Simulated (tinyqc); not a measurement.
Empirical pseudopotential in a few plane waves, step by step. Computed by tinyqc, a small Python program that keeps every step. Settings: plane-wave index or count = 15. Command: `OMP_NUM_THREADS=1 python tinyqc.py 29128 29129 out.jsonl` (the two numbers bound the seeds that draw the settings). One thread of a shared host (Intel(R) Xeon(R) Processor @ 2.60GHz), about 0.2 s of CPU time with the checks.

## Bloch Hamiltonian at k

Parameters chosen for this model: fcc lattice, atoms at +/- a/8 (1,1,1); form factors in rydberg at |G|^2 in units of (2 pi/a)^2:
```
parameter                 value      unit
a                      5.360000  angstrom
VS(3)                 -0.238000        Ry
VS(8)                  0.003000        Ry
VS(11)                 0.037000        Ry
VA(3)                  0.087000        Ry
VA(4)                  0.023000        Ry
VA(11)                 0.025000        Ry
hbar^2/2m (2 pi/a)^2   5.235439        eV
```

k point k (2 pi / a): 0.55000  0.21000  -0.45000

Basis: the 15 shortest G (labels in 2 pi/a), the same at every k. H(G,G') = c |k + G|^2 delta + VS(|G-G'|^2) cos((G-G').tau) + i VA sin((G-G').tau), tau = a/8 (1,1,1); 1 Ry = 13.605693 eV.

H(k) at k (eV), lower triangle (Hermitian):
```
                   +0+0+0             -1-1-1             -1-1+1             -1+1-1
+0+0+0            2.87478
-1-1-1   2.28972-0.83700i           15.33512
-1-1+1  -2.28972-0.83700i   0.00000+0.31293i            5.91133
-1+1-1  -2.28972-0.83700i   0.00000+0.31293i            0.04082           19.73289
-1+1+1  -2.28972+0.83700i           -0.04082   0.00000+0.31293i   0.00000+0.31293i
+1-1-1  -2.28972-0.83700i   0.00000+0.31293i            0.04082            0.04082
+1-1+1  -2.28972+0.83700i           -0.04082   0.00000+0.31293i            0.00000
+1+1-1  -2.28972+0.83700i           -0.04082            0.00000   0.00000+0.31293i
+1+1+1   2.28972+0.83700i            0.00000           -0.04082           -0.04082
-2+0+0   0.00000-0.31293i  -2.28972+0.83700i  -2.28972-0.83700i  -2.28972-0.83700i
+0-2+0   0.00000-0.31293i  -2.28972+0.83700i  -2.28972-0.83700i   0.35597-0.24052i
+0+0-2   0.00000-0.31293i  -2.28972+0.83700i   0.35597-0.24052i  -2.28972-0.83700i
+0+0+2   0.00000+0.31293i  -0.35597-0.24052i   2.28972+0.83700i  -0.35597+0.24052i
+0+2+0   0.00000+0.31293i  -0.35597-0.24052i  -0.35597+0.24052i   2.28972+0.83700i
+2+0+0   0.00000+0.31293i  -0.35597-0.24052i  -0.35597+0.24052i  -0.35597+0.24052i

                   -1+1+1             +1-1-1             +1-1+1             +1+1-1
-1+1+1           10.30910
+1-1-1            0.00000           26.85309
+1-1+1            0.04082   0.00000+0.31293i           17.42930
+1+1-1            0.04082   0.00000+0.31293i            0.04082           31.25086
+1+1+1   0.00000+0.31293i           -0.04082   0.00000+0.31293i   0.00000+0.31293i
-2+0+0   2.28972-0.83700i   0.35597-0.24052i  -0.35597-0.24052i  -0.35597-0.24052i
+0-2+0  -0.35597-0.24052i  -2.28972-0.83700i   2.28972-0.83700i  -0.35597-0.24052i
+0+0-2  -0.35597-0.24052i  -2.28972-0.83700i  -0.35597-0.24052i   2.28972-0.83700i
+0+0+2  -2.28972+0.83700i  -0.35597+0.24052i  -2.28972+0.83700i   0.35597+0.24052i
+0+2+0  -2.28972+0.83700i  -0.35597+0.24052i   0.35597+0.24052i  -2.28972+0.83700i
+2+0+0   0.35597+0.24052i   2.28972+0.83700i  -2.28972+0.83700i  -2.28972+0.83700i

                   +1+1+1    -2+0+0    +0-2+0    +0+0-2
+1+1+1           21.82707
-2+0+0  -0.35597+0.24052i  12.29857
+0-2+0  -0.35597+0.24052i   0.04082  19.41877
+0+0-2  -0.35597+0.24052i   0.04082   0.04082  33.24032
+0+0+2  -2.28972-0.83700i  -0.04082  -0.04082   0.00000
+0+2+0  -2.28972-0.83700i  -0.04082   0.00000  -0.04082
+2+0+0  -2.28972-0.83700i   0.00000  -0.04082  -0.04082

          +0+0+2    +0+2+0    +2+0+0
+0+0+2  14.39274
+0+2+0   0.04082  28.21430
+2+0+0   0.04082   0.04082  35.33450
```

## Levels at k

Diagonalise the Hermitian matrix.

eigenvalues (eV): -1.14164  4.93583  9.05825  10.78657  13.99568  16.06894  17.60422  19.57243  21.63707  22.09027  26.08048  28.64543  31.84569  34.99747  38.24605

## Bands along a path

The same steps at evenly spaced points between the labelled ones.

Bands along the path (eV), lowest eight:
```
k           band 1    band 2    band 3    band 4    band 5    band 6    band 7    band 8
L         -0.86960   4.20549  11.12192  11.12192  12.02402  16.57150  16.57150  19.72407
L-G 0.20  -1.37421   4.89902  11.12939  11.12939  12.08686  16.56556  16.56556  19.72471
L-G 0.40  -2.01960   6.24923  11.30899  11.30899  12.40124  16.72073  16.72073  18.82897
L-G 0.60  -2.56965   7.97689  11.62617  11.62617  12.89232  16.62650  16.62650  16.97559
L-G 0.80  -2.92438   9.88296  11.98312  11.98312  13.06221  15.75511  16.11140  16.11140
G         -3.04592  11.43970  12.15924  12.15924  12.15924  15.81305  15.81305  15.81305
G-X 0.20  -2.88365   9.76130  11.63051  11.63051  13.87549  14.82697  16.61574  16.61574
G-X 0.40  -2.40718   7.89935  10.72605  10.72605  13.62235  15.22267  18.14736  18.32181
G-X 0.60  -1.65624   6.19154   9.98671   9.98671  12.78583  14.39760  19.58971  20.35208
G-X 0.80  -0.74531   4.75601   9.55997   9.55997  12.31738  13.42614  21.94549  22.55659
X         -0.03185   3.96871   9.49523   9.49523  12.07763  13.23390  24.52064  24.94525
```

With 4 band(s) filled, the highest filled level on these points lies at G and the lowest empty one at L: the bands touch or overlap, so there is no gap. This holds for the small fixed basis; with all plane waves up to |k + G|^2 = 21 (2 pi/a)^2 the gap along the path is -0.09 eV.

## Convergence with the number of plane waves

Levels at G counted from the fourth one.

Levels (eV):
```
plane waves    level 1  level 5  level 8
9            -18.01497  0.62586  0.82265
15           -15.20515        0  3.65382
27           -14.64137        0  3.63860
51           -14.46691        0  3.85345
59           -14.42555        0  3.77019
65           -14.42188        0  3.76451
89           -14.41395        0  3.76814
```
